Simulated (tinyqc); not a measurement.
Inside a calculation. Model: sheet resistance of a shallow doped layer with concentration-dependent mobility and limited activation. Computed by tinyqc, a small Python program that keeps every step. Command: `OMP_NUM_THREADS=1 python tinyqc.py 3028191 3028192 out.jsonl irvin walk`. One thread of a shared host (Intel(R) Xeon(R) Processor @ 2.30GHz), about 0.01 s of CPU time with the checks. Intermediate numbers are printed to about 6 digits and carried at full precision; extremes and crossings named in words are read from the listed rows.

A layer of one dopant lies in a background of the opposite type. Current flows parallel to the surface down to the junction; depletion is ignored.

Inputs (values chosen for the exercise, modelled on arsenic in silicon):

| quantity | value | unit |
|---|---|---|
| surface concentration C_s | 5.3e+20 | 1/cm^3 |
| length l | 4.8 | nm |
| background C_B | 1.9e+17 | 1/cm^3 |
| mobility floor mu_min | 54.5 | cm^2/(V s) |
| mobility mu_max | 1410 | cm^2/(V s) |
| reference density N_r | 9.07e+16 | 1/cm^3 |
| exponent alpha | 0.7 | - |
| prefactor of the active limit | 2.4e+22 | 1/cm^3 |
| energy of the active limit | 0.464 | eV |
| anneal temperature T | 850 | C |

Profile: erfc.

Constants: k_B = 8.617333262e-05 eV/K; e = 1.602176634e-19 C.

## Active limit and depths

C(x) = C_s erfc(x/l). Temperatures in kelvin are T(C) + 273.15. Active limit C_a = prefactor x exp(-energy/(k_B T)); the junction lies where C = C_B, and the profile exceeds C_a down to x_a (zero if C_s is below C_a). Slope at the junction in nm per decade = ln(10) C/|dC/dx|.

active limit C_a = 1.98682e+20 1/cm^3

junction depth x_j = 12.1132 nm

depth x_a = 3.01188 nm

abruptness at the junction = 2.04779 nm/decade

## Local values

Active density N = min(C, C_a); carriers n = N - C_B; mobility mu = mu_min + (mu_max - mu_min)/(1 + ((N + C_B)/N_r)^alpha). Conductivity e n mu. Depths are 0, 0.2, 0.4, 0.6, 0.8 and 0.95 of x_j.

Along the depth:

| x (nm) | C (1/cm^3) | N (1/cm^3) | mu (cm^2/(V s)) | conductivity (S/cm) |
|---|---|---|---|---|
| 0.0000 | 5.30000e+20 | 1.98682e+20 | 60.686 | 1929.95 |
| 2.4226 | 2.51943e+20 | 1.98682e+20 | 60.686 | 1929.95 |
| 4.8453 | 8.13122e+19 | 8.13122e+19 | 66.005 | 857.89 |
| 7.2679 | 1.70909e+19 | 1.70909e+19 | 88.016 | 238.33 |
| 9.6906 | 2.28012e+18 | 2.28012e+18 | 176.552 | 59.12 |
| 11.5076 | 3.69823e+17 | 3.69823e+17 | 350.766 | 10.11 |

## Sheet resistance

Integrals from 0 to x_j, where C = C_B (Gauss-Legendre, 60 points on each smooth piece; 1 nm = 1e-7 cm): dose int C dx, carriers int n dx, mean mobility int n mu dx/int n dx, R_s = 1/(e int n mu dx).

chemical dose = 1.43514e+14 1/cm^2

sheet carrier density = 9.65704e+13 1/cm^2

mean mobility = 63.5729 cm^2/(V s)

sheet resistance R_s = 1016.65 ohm/square

carriers per dopant atom = 0.672899

product R_s x_j = 12315.0 ohm nm

A box at the active limit as deep as x_j would give 428 ohm/square, the least this anneal allows at that depth. Clipping at C_a leaves 33 % of the dose without carriers (compensation included).

## Raising the surface concentration at fixed length

The last column drops the active limit.

Layers:

| C_s (1/cm^3) | x_j (nm) | dose (1/cm^2) | mean mu (cm^2/(V s)) | R_s (ohm/square) | R_s if all active |
|---|---|---|---|---|---|
| 1.00e+18 | 4.4483 | 2.40594e+11 | 287.845 | 138928 | 1.38928e+05 |
| 3.00e+18 | 6.3023 | 7.87270e+11 | 201.633 | 46372 | 4.63725e+04 |
| 1.00e+19 | 7.9610 | 2.68638e+12 | 133.572 | 18432 | 1.84321e+04 |
| 3.00e+19 | 9.2659 | 8.10477e+12 | 96.234 | 8180 | 8.18008e+03 |
| 1.00e+20 | 10.5402 | 2.70633e+13 | 74.179 | 3132 | 3.13222e+03 |
| 2.00e+20 | 11.2173 | 5.41452e+13 | 67.057 | 1726 | 1.72583e+03 |
| 5.00e+20 | 12.0613 | 1.35389e+14 | 63.669 | 1038 | 7.52758e+02 |
| 1.00e+21 | 12.6667 | 2.70796e+14 | 62.825 | 840 | 3.92362e+02 |
| 2.00e+21 | 13.2473 | 5.41607e+14 | 62.354 | 720 | 2.01620e+02 |

R_s falls as C_s^-1.00 between the first rows and as C_s^-0.22 between the last. Below C_a = 2.0e20 the exponent is set by the mobility, which drops from 288 towards mu_min, and by compensation. Above C_a extra dose only widens the clipped region: in the last row R_s is 3.57 times the fully active value. Caution: in rows with more than about 2e20 active atoms per cm^3 measured mobilities fall further than this form.

Checks made by the program: sheet conductance against adaptive quadrature (relative difference below 1e-10).
